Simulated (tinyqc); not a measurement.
Lifetime against injection: carrier lifetime from Shockley-Read-Hall, radiative, Auger and surface recombination. Computed by tinyqc, a small Python program. Command: `OMP_NUM_THREADS=1 python tinyqc.py 3003734 3003735 out.jsonl lifetime walk`. One thread of a shared host (Intel(R) Xeon(R) Processor @ 2.30GHz), about 0.01 s of CPU time with the checks.

Energies are counted from the top of the valence band. Boltzmann statistics, full ionisation, and equal excess densities of electrons and holes.

Inputs (values chosen for the exercise, with bands modelled on ZnO):

| quantity | value | unit |
|---|---|---|
| gap E_g | 3.37 | eV |
| electron mass m_e | 0.261 | m_0 |
| valleys M_c | 1 | - |
| hole mass m_h | 0.771 | m_0 |
| temperature T | 250 | K |
| doping N | 5.9e+17 | cm^-3 |
| trap level E_t | 2.96 | eV |
| trap density N_t | 7.9e+13 | cm^-3 |
| electron cross-section sigma_n | 2.4e-17 | cm^2 |
| hole cross-section sigma_p | 5.8e-14 | cm^2 |
| radiative coefficient B | 2.2e-10 | cm^3/s |
| Auger coefficient C_n | 7.5e-32 | cm^6/s |
| Auger coefficient C_p | 1.6e-31 | cm^6/s |

Doping: n-type. Surface term: none.

Constants: m_0 = 9.1093837015e-31 kg; k_B = 1.380649e-23 J/K; h = 6.62607015e-34 J s; k_B = 8.617333262e-05 eV/K.

Method:
- N_c = 2 M_c (2 pi m_e k_B T/h^2)^(3/2) and N_v = 2 (2 pi m_h k_B T/h^2)^(3/2), masses in units of m_0.
- n_i = sqrt(N_c N_v) exp(-E_g/2 k_B T); majority density N/2 + sqrt(N^2/4 + n_i^2), minority density n_i^2 over it.
- v = sqrt(3 k_B T/m) with m_e or m_h; tau_n0 = 1/(sigma_n v_n N_t), tau_p0 = 1/(sigma_p v_p N_t); n1 = N_c exp(-(E_g - E_t)/k_B T), p1 = N_v exp(-E_t/k_B T).
- With n = n_0 + dn, p = p_0 + dn and U/dn = 1/tau: (n p - n_i^2)/dn = n_0 + p_0 + dn = s; 1/tau_SRH = s/[tau_p0 (n + n1) + tau_n0 (p + p1)]; 1/tau_rad = B s; 1/tau_Aug = (C_n n + C_p p) s; the rates add.
- Rows stop below half the smaller effective density of states.

N_c = 2.54543e+18 cm^-3

N_v = 1.29235e+19 cm^-3

n_0 = 5.90e+17 cm^-3

p_0 = 6.45774e-49 cm^-3

tau_p0 = 1.79740e-08 s

n1 = 1.38205e+10 cm^-3

tau_n0 = 2.52728e-05 s

p1 = 2.75682e-41 cm^-3

Lifetimes (s):

| dn (cm^-3) | SRH | radiative | Auger | effective | radiative efficiency | fastest channel |
|---|---|---|---|---|---|---|
| 1.00e+10 | 1.7974e-08 | 7.7042e-09 | 3.8303e-05 | 5.3920e-09 | 0.69988 | radiative |
| 1.00e+11 | 1.7978e-08 | 7.7042e-09 | 3.8303e-05 | 5.3923e-09 | 0.69992 | radiative |
| 1.00e+12 | 1.8017e-08 | 7.7041e-09 | 3.8303e-05 | 5.3958e-09 | 0.70037 | radiative |
| 1.00e+13 | 1.8402e-08 | 7.7040e-09 | 3.8300e-05 | 5.4298e-09 | 0.70480 | radiative |
| 1.00e+14 | 2.2257e-08 | 7.7029e-09 | 3.8276e-05 | 5.7215e-09 | 0.74278 | radiative |
| 1.00e+15 | 6.0737e-08 | 7.6911e-09 | 3.8036e-05 | 6.8254e-09 | 0.88744 | radiative |
| 1.00e+16 | 4.3919e-07 | 7.5758e-09 | 3.5765e-05 | 7.4457e-09 | 0.98284 | radiative |
| 1.00e+17 | 3.6807e-06 | 6.5876e-09 | 2.1392e-05 | 6.5738e-09 | 0.99791 | radiative |
| 1.00e+18 | 1.5913e-05 | 2.8588e-09 | 2.2522e-06 | 2.8546e-09 | 0.99855 | radiative |

What follows from these numbers?

tau_SRH goes from 1.80e-8 s at low injection (the minority capture time, 1.80e-8 s) to 1.59e-5 s in the last row; at high injection it tends to tau_n0 + tau_p0 = 2.53e-5 s. Ruling channel by row: radiative from 1e10 cm^-3. Caution: the doping is near the effective density of states, where Boltzmann statistics fail and the gap narrows.
